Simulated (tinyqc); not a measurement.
Donor near an oxide interface in a gate field (two-state model): sweeps and comparisons. A value that a table varies takes the place of the one given here.

Interface at z = 0 (hard wall), donor at z = d, field F pulling electrons to the interface: potential e F z; 1 kV/cm = 1e-5 eV/angstrom, c = hbar^2/2m0, q = e^2/(4 pi eps0), Q = (eps - eo)/(eps + eo). Donor state: E_D = e F d - ED - q Q/(4 eps d), the last term joining the images of ion and electron. Interface state: z exp(-b z/2) exp(-rho^2/(2 L^2)) with E_z = c b^2/(4 mz) + 3 e F/b + q Q b/(8 eps), minimised over b; in the plane at z = 3/b the ion (distance D = d - 3/b) and its image (D' = d + 3/b) give E_rho = c/(mt L^2) - (q/eps)(sqrt(pi)/L)[erfcx(D/L) + Q erfcx(D'/L)], erfcx(x) = exp(x^2) erfc(x), minimised over L. E_I = E_z + E_rho.

The two states couple by t = t0 exp(-D/aD) with t0 = q/(eps aD) (2 aD/L) sqrt(aD b/2) v, v a valley factor; this form is an estimate. With detuning u = E_D - E_I the splitting is sqrt(u^2 + 4 t^2) and the lower state has weight (1 - u/sqrt(u^2 + 4 t^2))/2 on the donor.

Constants: hbar^2/2m0 = 3.80998211 eV angstrom^2; e^2/(4 pi eps0) = 14.39964547 eV angstrom.

Values chosen for the exercise (near those of a donor in Si below HfO2, static dielectric constants; the results hold for these values, not for the real material):
```
symbol  value                                                     unit      meaning
d       90                                                        angstrom  depth of the donor
ED      31.6                                                      meV       bulk binding energy
mz      0.934                                                     m0        mass across the interface
mt      0.193                                                     m0        mass in the plane
eps     11.2                                                                dielectric constant of the semiconductor
eo      22                                                                  dielectric constant of the oxide
aD      21.2                                                      angstrom  donor radius
v       0.45                                                                valley factor
Fl      (35.775, 41.365, 43.601, 44.719, 45.837, 48.072, 53.662)  kV/cm     fields
dl      (60, 80, 105, 135, 170, 215, 270)                         angstrom  depths
```

## Sweeping the field

Both levels, the splitting, the donor weight and the mean depth w d + (1 - w) 3/b.

Results:
```
F (kV/cm)  E_D (meV)  E_I (meV)  splitting (meV)  donor weight  mean depth (angstrom)
35.775         1.759      6.606             5.23         0.963                   87.9
41.365         6.790      8.642             2.62         0.853                   81.4
43.601         8.803      9.424             1.92         0.662                   70.2
44.719         9.809      9.809             1.80         0.500                   60.6
45.837        10.815     10.189             1.89         0.335                   50.7
48.072        12.827     10.940             2.57         0.134                   38.4
53.662        17.858     12.758             5.37         0.025                   31.0
```

How do the results move?

E_D rises by 0.90 and E_I by 0.34 meV per kV/cm, so they cross once, near 44.7 kV/cm, where the splitting is 2t = 1.8 meV. The donor weight passes from 0.85 to 0.15 while the detuning goes from -2t to 2t, a window of 6.5 kV/cm or 14 % of the field; across the table the charge moves by 57 angstrom.

## Depth of the donor

Critical field, and the coupling, E_rho and L at that field.

Results:
```
d (angstrom)  critical field (kV/cm)  e F d/ED  t (meV)  E_rho (meV)  L (angstrom)
60                              72.0     1.367      4.5       -12.88            59
80                              51.3     1.298      1.5        -9.62            74
105                             37.4     1.244     0.42        -7.32            91
135                             28.1     1.202    0.091        -5.70           110
170                             21.7     1.169    0.016        -4.53           131
215                             16.8     1.140   0.0018        -3.59           157
270                             13.1     1.116  0.00013        -2.86           186
```

What can be read from the table?

The critical field falls from 72 to 13 kV/cm, with exponent -1.13 in d, while t drops by a factor 3.6e+04, about e for each 21 angstrom at the end (aD = 21.2). One lattice plane (1.36 angstrom) of misplacement changes t by 6 % and the critical field by about 1.5 % at 105 angstrom.

## What each parameter does

Critical field (E_D = E_I), and t and L there. Each row changes one parameter from the base and keeps the others.

Results:
```
case                critical field (kV/cm)  t (meV)  L (angstrom)
base                                  44.7    0.901          80.8
d = 105 angstrom                      37.4    0.416          91.0
ED = 37.6 meV                         55.2    0.831          82.6
aD = 23.3 angstrom                    44.7     1.21          80.8
mz = 0.794 m0                         47.0    0.965          79.3
mt = 0.222 m0                         44.0    0.967          75.6
eo = 33                               42.1    0.829          84.5
eps = 11.9                            46.9    0.828          82.7
```

What does this show?

The largest shifts from the base row, up to three for each result and ties (the steps differ in size, so this ranks the rows, not the parameters). critical field (kV/cm): ED +10.5, d -7.3, eo -2.6; unchanged at the printed digits by aD. t (meV): d -0.485, aD +0.312, eps -0.0726. L (angstrom): d +10.2, mt -5.1, eo +3.8; unchanged at the printed digits by aD.

Run: tinyqc, `OMP_NUM_THREADS=1 python tinyqc.py 1281893 1281894 out.jsonl`; Intel(R) Xeon(R) Processor @ 2.30GHz, one thread, shared host; about 0.09 s of CPU time with all checks.
